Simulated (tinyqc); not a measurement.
Free-carrier absorption and index change in the near infrared: free-carrier optics of a doped semiconductor (Drude model).

eps(E) = ei [1 - Ep^2/(E^2 + i E Gam)], with Ep^2 = 8 pi c (e^2/(4 pi eps0)) N/(m ei), c = hbar^2/2m0, N in 1/angstrom^3 (1e-24 per 1/cm^3); Gam = hbar/tau, tau = mu m m0/e with m0/e = 5.685630e-12 kg/C and mu in m^2/(V s). Energies in meV.

n + i k = sqrt(eps1 + i eps2) with k >= 0; R = ((n - 1)^2 + k^2)/((n + 1)^2 + k^2) at normal incidence from vacuum; alpha = 2 E k/(hbar c), times 1e8 for 1/cm; loss function Im(-1/eps) = eps2/(eps1^2 + eps2^2).

Constants: hbar^2/2m0 = 3.80998211 eV angstrom^2; e^2/(4 pi eps0) = 14.39964547 eV angstrom; hbar = 6.58211957e-16 eV s; hbar c = 1973.269805 eV angstrom.

Values chosen for the exercise (mass and dielectric values near those of Si; N and mu are free inputs; interband absorption and the rise of the mass with filling are left out; not measured data):
```
symbol  value    unit        meaning
N       3.1e+18  1/cm^3      carrier density
m       0.268    m0          conductivity mass
mu      77       cm^2/(V s)  mobility
ei      11.84                high-frequency dielectric constant
```

At the wavelengths listed E = hc/lambda (hc = 1239.841984 eV nm). Approximate forms: alpha = ei Ep^2 Gam/(E^2 sqrt(ei) hbar c) and dn = -sqrt(ei) Ep^2/(2 E^2).

Free carriers:
```
lambda (micrometre)  E (meV)  alpha (1/cm)  alpha, approximate        dn  dn, approximate
1.31                   946.4          14.7                14.7  -0.00258         -0.00259
1.55                   799.9          20.5                20.6  -0.00361         -0.00362
2.00                   619.9          34.1                34.3  -0.00599         -0.00603
3.00                   413.3          76.1                77.2   -0.0133          -0.0136
5.00                   248.0           206                 214   -0.0360          -0.0377
8.00                   155.0           498                 549   -0.0862          -0.0965
10.60                  117.0           816                 963    -0.140           -0.169
```

What can be read from this table?

At 1.55 micrometre alpha = 20.5 1/cm and dn = -0.00361; a phase shift of pi needs a length lambda/(2 |dn|) = 215 micrometre, over which the loss is 1.91 dB. The approximate alpha is within 5 % up to 5 micrometre of the wavelengths listed; it needs photon energies well above both Ep and Gam, which lie at 33.8 and 22.1 micrometre. Interband and intervalley absorption are left out; with a realistic dc mobility the Drude form tends to understate the near-infrared absorption of Si.

Computed by tinyqc, a small Python program: `OMP_NUM_THREADS=1 python tinyqc.py 1682025 1682026 out.jsonl` (the numbers bound the seed that draws the inputs); one thread of a shared host (Intel(R) Xeon(R) Processor @ 2.30GHz), about 0.01 s for the whole set of steps.
